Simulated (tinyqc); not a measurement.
# A particle near a wafer in liquid: double-layer and van der Waals forces (DLVO), deposition barrier and removal, step by step

A worked calculation. Computed by tinyqc, a small Python program that keeps every step. Command: `OMP_NUM_THREADS=1 python tinyqc.py 3111362 3111363 out.jsonl dlvo walk`. One thread of a shared host (Intel(R) Xeon(R) Processor @ 2.30GHz), about 0.01 s of CPU time with the checks. Intermediate numbers are printed to about 5 digits and carried at full precision; extremes and crossings named in words are read from the listed rows.

Sphere and flat wall, Derjaguin approximation, constant potentials in the linear-superposition form, no retardation and no hydration force.

Inputs (values chosen for the exercise, of the order of those for silicon nitride on silicon in water):
```
quantity                             value   unit
particle radius R                      300     nm
Hamaker constant A                 2.5e-20      J
potential of the particle psi_1        -23     mV
potential of the wafer psi_2           -19     mV
salt concentration c               0.00027  mol/L
valence z of the symmetric salt          1      -
temperature T                          298      K
dielectric constant of the liquid     78.4      -
gap h                                  5.8     nm
contact distance h0                    0.3     nm
contact radius over R                 0.19      -
viscosity                             0.91  mPa s
```

Constants: e = 1.602176634e-19 C; N_A = 6.02214076e+23 1/mol; eps_0 = 8.8541878128e-12 F/m; k_B = 1.380649e-23 J/K; k_B = 8.617333262e-05 eV/K.

## Screening

kappa^2 = 2 z^2 e^2 N_A (1000 c)/(eps eps_0 k_B T); gamma_i = tanh(z e psi_i/(4 k_B T)); Z = 64 pi eps eps_0 (k_B T/(z e))^2 gamma_1 gamma_2.

kappa = 0.054063 1/nm

Debye length = 18.497 nm

gamma_1 = -0.22024

gamma_2 = -0.18289

Z = 3.7074 pN

kappa R = 16.219

Like signs: the double layers repel.

## Energy and force at one gap

U(h) = Z R exp(-kappa h) - A R/(6 h); F(h) = -dU/dh = kappa Z R exp(-kappa h) - A R/(6 h^2), positive for repulsion.

double-layer energy = 197.56 k_B T

van der Waals energy = -52.382 k_B T

U(h) = 145.18 k_B T

F(h) = 6.7869 pN

Caution: for kappa h below 1 linear superposition is only rough, and charge regulation matters.

## The curve

The formulas are those given above.

Against the gap:
```
h (nm)  kappa h  U (k_B T)       F (pN)
0.4      0.0216    -495.00  -7.7537e+03
0.6      0.0324    -244.66  -3.4140e+03
1.0      0.0541     -47.72  -1.1930e+03
1.5      0.0811      46.73  -5.0011e+02
2.5      0.1352     114.63  -1.4747e+02
4.0      0.2163     141.80  -2.9689e+01
7.0      0.3784     141.75   1.5674e+01
12.0     0.6488     115.98   2.2749e+01
20.0     1.0813      76.50   1.7269e+01
40.0     2.1625      23.50   6.1358e+00
```

Caution: in rows with kappa h below 1 linear superposition is only rough.

## Barrier and secondary minimum

F = 0 reads x^2 exp(-x) = y with x = kappa h and y = A kappa/(6 Z); the left side peaks at x = 2 with 4/e^2 = 0.5413, so roots exist for smaller y: x < 2 is the barrier, x > 2 the secondary minimum.

y = 0.060761

position of the barrier = 5.2554 nm

barrier height = 145.66 k_B T

position of the secondary minimum = 121.41 nm

energy at the secondary minimum = -2.1211 k_B T

A barrier above 15 k_B T practically stops deposition. The secondary minimum is deep enough to hold particles loosely.

## Critical salt concentration

The barrier height is zero when U = 0 and F = 0 together: kappa h = 1 and kappa = 6 Z/(e A), e = 2.718282 here; c follows from kappa^2, with the potentials held fixed.

critical kappa = 0.32733 1/nm

critical concentration = 0.0098976 mol/L

## Adding salt

kappa scales as sqrt(c); potentials are held fixed. A dash marks rows without a maximum.

Against the concentration:
```
c (mol/L)  Debye length (nm)  barrier at (nm)  barrier (k_B T)  minimum at (nm)  minimum (k_B T)
9.90e-07              305.47           19.118           238.04       3.1347e+03      -8.7476e-02
9.90e-06               96.60           11.032           213.61       8.5046e+02      -3.1666e-01
9.90e-05               30.55            6.519           171.77       2.2207e+02      -1.1799e+00
4.95e-04               13.66            4.644           127.00       8.3622e+01      -3.0397e+00
1.98e-03                6.83            3.608            75.19       3.4419e+01      -7.0753e+00
4.95e-03                4.32            3.186            33.94       1.8280e+01      -1.2692e+01
8.91e-03                3.22            3.059             5.22       1.1696e+01      -1.8825e+01
1.48e-02                2.50            3.143           -19.83       7.4653e+00      -2.7077e+01
2.97e-02                1.76                -                -                -                -
```

At low salt the barrier tends to Z R = 270 k_B T; it is half of that between 9.9e-5 and 4.9e-4 mol/L and changes sign at 0.0099 mol/L, while the secondary minimum deepens to -19 k_B T at 0.9 of that.

## Removing an attached particle

Adhesion F_a = A R/(6 h0^2) [1 + a^2/(R h0)] - kappa Z R exp(-kappa h0), a the contact radius. Drag in a shear flow F_d = 1.7 x 6 pi mu R^2 G, acting at 1.4 R; rolling starts when 1.4 R F_d = a F_a. Wall shear stress = mu G.

van der Waals adhesion = 5.1528e+05 pN

net adhesion F_a = 5.1522e+05 pN

wall shear stress for rolling = 24245 Pa

shear rate G = 2.6643e+07 1/s

Checks made by the program: force against a difference of U (relative difference 7e-10).
